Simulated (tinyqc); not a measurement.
Inside a calculation. Method: Pariser-Parr-Pople SCF with singles CI, for the molecule O=CC1=Cc2ccccc21 (SMILES; centres numbered as the heavy atoms are written). One step of it, computed by the program tinyqc.

Problem. Iteration 3: orbitals and new P. Diagonalise F (the basis is taken as orthonormal) and form P = 2 sum c c over the lowest orbitals; 0.3 of the old P is kept.

F (eV):
```
            1O         2C         3C         4C         5C         6C         7C         8C
1O   -9.746805  -5.884219   0.141918   0.622099  -0.038026  -0.179982   0.012600   0.126724
2C   -5.884219  -4.433807  -3.986466  -0.369069   0.211361   0.087492  -0.063412  -0.056464
3C    0.141918  -3.986466  -6.313259  -5.570927   0.055355   0.518787  -0.009880  -0.227608
4C    0.622099  -0.369069  -5.570927  -5.996199  -3.254121  -0.121450  -0.184931   0.060064
5C   -0.038026   0.211361   0.055355  -3.254121  -6.248435  -5.101116   0.022375   0.785665
6C   -0.179982   0.087492   0.518787  -0.121450  -5.101116  -5.913739  -4.582067  -0.050491
7C    0.012600  -0.063412  -0.009880  -0.184931   0.022375  -4.582067  -5.913694  -5.148044
8C    0.126724  -0.056464  -0.227608   0.060064   0.785665  -0.050491  -5.148044  -5.752453
9C   -0.014638   0.097860  -0.000133   0.527938  -0.005788   0.532693  -0.009457  -4.541431
10C  -0.098453   0.062219  -2.963254  -0.052724  -4.478451   0.047313   0.796803  -0.039233

            9C        10C
1O   -0.014638  -0.098453
2C    0.097860   0.062219
3C   -0.000133  -2.963254
4C    0.527938  -0.052724
5C   -0.005788  -4.478451
6C    0.532693   0.047313
7C   -0.009457   0.796803
8C   -4.541431  -0.039233
9C   -5.661742  -5.192263
10C  -5.192263  -5.843235
```

pi electrons, sum of z_r less the charge = 10

P after iteration 2:
```
            1O         2C         3C         4C         5C         6C         7C         8C
1O    1.375209   0.832408  -0.052431  -0.341224   0.023213   0.140151  -0.010357  -0.090624
2C    0.832408   0.729475   0.422701   0.148294  -0.106262  -0.059786   0.048695   0.039864
3C   -0.052431   0.422701   1.028421   0.842283  -0.018188  -0.258924   0.005864   0.127655
4C   -0.341224   0.148294   0.842283   0.899522   0.228768   0.050572   0.103699  -0.035651
5C    0.023213  -0.106262  -0.018188   0.228768   1.019871   0.717810  -0.008541  -0.336605
6C    0.140151  -0.059786  -0.258924   0.050572   0.717810   0.975633   0.580352   0.019275
7C   -0.010357   0.048695   0.005864   0.103699  -0.008541   0.580352   1.002489   0.730166
8C   -0.090624   0.039864   0.127655  -0.035651  -0.336605   0.019275   0.730166   0.982608
9C    0.007713  -0.052176   0.000056  -0.263429   0.002210  -0.228210   0.003610   0.569625
10C   0.044925  -0.024994   0.151764   0.017316   0.553005  -0.018063  -0.341356   0.014979

            9C        10C
1O    0.007713   0.044925
2C   -0.052176  -0.024994
3C    0.000056   0.151764
4C   -0.263429   0.017316
5C    0.002210   0.553005
6C   -0.228210  -0.018063
7C    0.003610  -0.341356
8C    0.569625   0.014979
9C    0.990908   0.742044
10C   0.742044   0.995864
```

Give: orbital energies; P after iteration 3.

Solution.

orbital energies (eV): [-16.094, -14.227, -12.805, -11.709, -9.906, -2.878, -0.270, 0.173, 1.872, 4.021]

P after iteration 3:
```
         1O      2C      3C      4C      5C      6C      7C      8C
1O    1.423   0.828  -0.058  -0.318   0.027   0.123  -0.012  -0.078
2C    0.828   0.684   0.405   0.161  -0.098  -0.061   0.044   0.040
3C   -0.058   0.405   1.043   0.855  -0.029  -0.249   0.008   0.122
4C   -0.318   0.161   0.855   0.886   0.217   0.060   0.099  -0.043
5C    0.027  -0.098  -0.029   0.217   1.035   0.721  -0.014  -0.336
6C    0.123  -0.061  -0.249   0.060   0.721   0.969   0.581   0.025
7C   -0.012   0.044   0.008   0.099  -0.014   0.581   1.005   0.731
8C   -0.078   0.040   0.122  -0.043  -0.336   0.025   0.731   0.976
9C    0.009  -0.047   0.001  -0.252   0.004  -0.236   0.005   0.570
10C   0.038  -0.026   0.143   0.019   0.554  -0.026  -0.340   0.023

         9C     10C
1O    0.009   0.038
2C   -0.047  -0.026
3C    0.001   0.143
4C   -0.252   0.019
5C    0.004   0.554
6C   -0.236  -0.026
7C    0.005  -0.340
8C    0.570   0.023
9C    0.985   0.743
10C   0.743   0.993
```
